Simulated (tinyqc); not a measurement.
Illuminated p-n diode, drift-diffusion by the Gummel loop with Scharfetter-Gummel fluxes: one step of the calculation.

Abrupt junction at x = 0, p side from -Lp, n side to Ln, ohmic contacts. psi is counted from the intrinsic level; n = ni exp((psi - phin)/Vt), p = ni exp((phip - psi)/Vt). Contacts: p side psi = V - Vt ln(Na/ni), p = Na, n = ni^2/Na; n side psi = Vt ln(Nd/ni), n = Nd, p = ni^2/Nd. Constant mobilities, D = mu Vt, Boltzmann statistics, SRH recombination through a mid-gap level, U = (n p - ni^2)/(tp (n + ni) + tn (p + ni)). Current is positive from the p contact to the n contact.

Question. Electron continuity. With psi and p held, F_i = (mun Vt/h_i) [n_(i+1) B(d_i) - n_i B(-d_i)], d_i = (psi_(i+1) - psi_i)/Vt, B(d) = d/(exp(d) - 1); solve F_i - F_(i-1) = w_i [(n_i p_i - ni^2)/den_i - G] for the new n, with den = tp (n + ni) + tn (p + ni) taken at the old n and p, h_i = x_(i+1) - x_i, w_i = (h_(i-1) + h_i)/2; phin = psi - Vt ln(n/ni).

Parameters, values chosen for the exercise; band and dielectric values those of a made-up semiconductor:
- T = 275 K (temperature)
- Na = 2e17 cm^-3 (acceptor density of the p side)
- Nd = 2e16 cm^-3 (donor density of the n side)
- mun = 1100 cm^2/(V s) (electron mobility)
- tn = 3e-8 s (SRH lifetime of electrons)
- tp = 1e-7 s (SRH lifetime of holes)
- G = 7e20 cm^-3 s^-1 (uniform generation rate)

Constants: q = 1.602176634e-19 C, kB = 1.380649e-23 J/K, Vt = kB T/q. Results are converted to the units shown.

```
node  x (nm)      psi (V)  n after Poisson (cm^-3)  p after Poisson (cm^-3)
0      -5000  -0.19067655               0.20715511                     2e17
1      -1820  -0.19067655                65198.182                     2e17
2       -651  -0.19067655                65198.182             2.0000000e17
3       -224  -0.19067632                65198.827             1.9999802e17
4      -67.8  -0.19052233                65623.868             1.9870265e17
5      -10.5  -0.17691906              1.1650957e5             1.1191901e17
6       10.5  -0.04831349              2.6500086e7             4.9206015e14
7       55.2   0.17406565             3.1526153e11             4.1361331e10
8        150   0.41993610             1.0106656e16              1.2902028e6
9        353   0.43593804             1.9854844e16              6.5674837e5
10       783   0.43611024             1.9999652e16              6.5199316e5
11      1700   0.43611066                     2e16                2.0715511
```

ni = 2.0354612e8 cm^-3

Find: new n; phin after round 1.

Answer.

```
node  new n (cm^-3)  phin after round 1 (V)
0           0.20716                 0.30000
1         7.4219e11                -0.38503
2         3.5654e11                -0.36766
3         1.2573e11                -0.34296
4         2.9642e10                -0.30856
5          2.5472e9                -0.23680
6          3.2008e9                -0.11361
7         3.2154e11                -0.00047
8         1.0107e16                 0.00000
9         1.9856e16                 0.00000
10        2.0001e16                 0.00000
11        2.0000e16                 0.00000
```

tinyqc, about 0.7 s, one thread, Intel Xeon 2.30GHz (shared host): `OMP_NUM_THREADS=1 python tinyqc.py 2240005 2240006 out.jsonl`
